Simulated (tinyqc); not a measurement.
Changing the anneal temperature T: interdiffusion of a quantum well during annealing: blurred potential and shift of the confined levels. Computed by tinyqc, a small Python program. Command: `OMP_NUM_THREADS=1 python tinyqc.py 3000039 3000040 out.jsonl qwi sweep`. One thread of a shared host (Intel(R) Xeon(R) Processor @ 2.30GHz), about 0.09 s of CPU time with the checks.

A square well of width w is blurred by Fick diffusion with a constant coefficient; band offsets are linear in composition, masses are uniform, and strain and excitons are ignored.

Inputs (values chosen for the exercise, modelled on GaAs in AlGaAs):

| quantity | value | unit |
|---|---|---|
| well width w | 10 | nm |
| electron mass m_e | 0.0651 | m_0 |
| hole mass m_h | 0.399 | m_0 |
| conduction offset V_c | 0.23 | eV |
| valence offset V_v | 0.12 | eV |
| prefactor D0 | 460 | cm^2/s |
| activation energy E | 3.89 | eV |
| anneal time t | 24 | s |

Constants: k_B = 8.617333262e-05 eV/K; hbar^2/(2 m_0) = 3.80998212 eV angstrom^2.

Method:
- D = D0 exp(-E/(k_B T)); L = sqrt(D t); share of well material at the centre erf(w/(4L)); 1 nm = 1e-7 cm.
- Temperatures in kelvin are T(C) + 273.15.
- With L = sqrt(D t) and the share at the centre erf(w/(4L)). After the anneal: V(z) = V {1 - (1/2)[erf((w/2 - z)/(2L)) + erf((w/2 + z)/(2L))]}, energies counted from the original well bottom. Finite differences on 3000 points over |z| < w/2 + 6L + 25 nm; shifts are taken against the same grid with cell-averaged square steps.
- Rise of the bottom = V (1 - share at the centre). Overlap = |<electron|hole>|^2.

One run for each value:

| anneal temperature T (C) | blue shift of the transition (meV) | diffusion length L (nm) | share at the centre |
|---|---|---|---|
| 810 | 11.544 | 0.937 | 0.99984 |
| 830 | 24.202 | 1.367 | 0.99031 |
| 870 | 85.553 | 2.796 | 0.79387 |
| 890 | 127.917 | 3.927 | 0.63206 |
| 910 | 167.544 | 5.451 | 0.48337 |
| 930 | 200.606 | 7.486 | 0.36329 |
| 950 | 226.607 | 10.173 | 0.27182 |
| 970 | 246.502 | 13.689 | 0.20380 |

Give the missing row, anneal temperature T (C) = 850.

Computed row:
```
anneal temperature T (C)  blue shift of the transition (meV)  diffusion length L (nm)  share at the centre
850                                                   48.557                    1.968              0.92766
```

Interpolating between the two neighbouring rows (linearly) misses most in blue shift of the transition (meV), by 13 %. Over the rows, blue shift of the transition (meV) rises from 11.5 to 247; diffusion length L (nm) rises from 0.937 to 13.7; share at the centre falls from 1.000 to 0.204. The apparent activation energy of the shift is 3.81 eV between the first rows and 0.55 eV between the last, against E = 3.89 eV: only small shifts measure E directly.
